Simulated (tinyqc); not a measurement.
From results back to parameters: free-carrier optics of a doped semiconductor (Drude model with one polar phonon). Two cases, with inputs chosen for the exercise.

Problem. The upper coupled mode solves E^4 - (wL^2 + Ep^2) E^2 + Ep^2 wT^2 = 0 with wL = wT sqrt(es/ei); N is hidden.

eps(E) = ei [1 - Ep^2/(E^2 + i E Gam)] + (es - ei) wT^2/(wT^2 - E^2 - i E gT), with Ep^2 = 8 pi c (e^2/(4 pi eps0)) N/(m ei), c = hbar^2/2m0, N in 1/angstrom^3 (1e-24 per 1/cm^3); Gam = hbar/tau, tau = mu m m0/e with m0/e = 5.685630e-12 kg/C and mu in m^2/(V s). Energies in meV.

Constants: hbar^2/2m0 = 3.80998211 eV angstrom^2; e^2/(4 pi eps0) = 14.39964547 eV angstrom.

Case 1.

Values chosen (mass and dielectric values near those of SiC; N and mu are free inputs; interband absorption and the rise of the mass with filling are left out; not measured data):
- m = 0.403 m0 (conductivity mass)
- ei = 6.65 (high-frequency dielectric constant)
- wT = 99.4 meV (TO phonon)
- es = 9.91 (static dielectric constant)

L+ = 123.4880 meV

Case 2.

Values chosen (mass and dielectric values near those of GaP; N and mu are free inputs; interband absorption and the rise of the mass with filling are left out; not measured data):
- m = 0.371 m0 (conductivity mass)
- ei = 9.3 (high-frequency dielectric constant)
- wT = 45.2 meV (TO phonon)
- es = 11.34 (static dielectric constant)

L+ = 143.1059 meV

Find: Ep; N; L-.

Solution. Ep^2 = L+^2 (L+^2 - wL^2)/(L+^2 - wT^2); the product of the roots gives L- = Ep wT/L+.

Case 1.

Ep = 38.63 meV
N = 2.90e+18 1/cm^3
L- = 31.09 meV

Case 2.

Ep = 141.36 meV
N = 5.00e+19 1/cm^3
L- = 44.65 meV

Computed by tinyqc, one run a case: `OMP_NUM_THREADS=1 python tinyqc.py N N+1 out.jsonl` with N = 1651934, 1651958; one thread of a shared Intel(R) Xeon(R) Processor @ 2.30GHz, about 0.01 s a run at most.
